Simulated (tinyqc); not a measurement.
Floating body of a partially depleted SOI transistor: body voltage and kink: two steps of the calculation.

Source at 0 V. Channel current Ic = 2 nf K Vt^2 [F(0) - F(Vd)](1 + la Vd), F(V) = ln^2(1 + exp((Vg - VT - nf V)/(2 nf Vt))), VT = VT0 - gb Vb. Saturation voltage Vs = 2 Vt sqrt(F(0)) + 3 Vt, excess Ve = (Vd - Vs + sqrt((Vd - Vs)^2 + 0.0004 V^2))/2, multiplication M1 = Ai Ve exp(-Bl/Ve). Each junction passes D(v) = J1 (exp(v/Vt) - 1) + J2 (exp(v/(2 Vt)) - 1). Bipolar current Ib = bb J1 (exp(Vb/Vt) - 1). The body settles where M1 (Ic + Ib) = D(Vb) + D(Vb - Vd) + Vb/Rb; drain current Id = (1 + M1)(Ic + Ib) - D(Vb - Vd).

Values chosen for this exercise; values of the order met in partially depleted silicon-on-insulator transistors:
- T = 300 K (temperature)
- VT0 = 0.37 V (threshold at zero body voltage)
- gb = 0.28 (fall of the threshold per volt of body voltage)
- nf = 1.32 (slope factor)
- K = 590 uA/(V^2 um) (gain factor per width)
- la = 0.08 1/V (channel-length modulation factor)
- Ai = 1.12 1/V (impact-ionisation prefactor)
- Bl = 6.1 V (impact-ionisation voltage)
- J1 = 1.5e-12 uA/um (diffusion saturation current of each junction)
- J2 = 4.4e-8 uA/um (recombination saturation current of each junction)
- bb = 3 (gain of the lateral bipolar transistor on the diffusion current)
- Rb = 40000 kohm um (resistance of a weak body tie to the source (1e9 stands for no tie, and the term is then dropped))
- Vg = 0.74 V (gate voltage)
- Vd = 2.2 V (drain voltage)

Constants: q = 1.602176634e-19 C, kB = 1.380649e-23 J/K, Vt = kB T/q. Results are converted to the units shown.

Task 1. New Vb. Current into the body I_in = M1 (Ic + Ib) - D(Vb - Vd), current out I_out = D(Vb) + Vb/Rb; f = ln(I_in/I_out), s = df/dVb by central differences over 1e-5 V, Vb(new) = Vb - f/s.

Vb after iteration 1 = 0.69590790 V

Find: Ic; Ve; M1; I_in; I_out; f; s; Vb after iteration 2.

Result 1.

Ic = 83.86 uA/um
Ve = 1.695 V
M1 = 0.05187
I_in = 4.465 uA/um
I_out = 0.7841 uA/um
f = 1.739
s = -35.71 1/V
Vb after iteration 2 = 0.7446 V

Task 2. Drain current with floating and with grounded body. Id and VT at the converged Vb, Id at Vb = 0, their ratio, and the bipolar share Ib/(Ic + Ib).

converged Vb = 0.74600890 V

Wanted: VT; Id, floating; Id, grounded; ratio; bipolar share.

Result 2.

VT = 0.1611 V
Id, floating = 108.6 uA/um
Id, grounded = 38.75 uA/um
ratio = 2.803
bipolar share = 14.83 %

The body rises to 0.746 V and lowers the threshold by 209 mV.

Range of the model: The multiplication law is an empirical form chosen for the exercise; self-heating and capacitive coupling to the body are left out, and the linear laws are rough once Vb passes about 0.7 V or M1 about 0.1.

Computed by the program tinyqc: `OMP_NUM_THREADS=1 python tinyqc.py 2182221 2182222 out.jsonl`, one thread of a shared Intel Xeon 2.30GHz, about 0.2 s for the whole run.
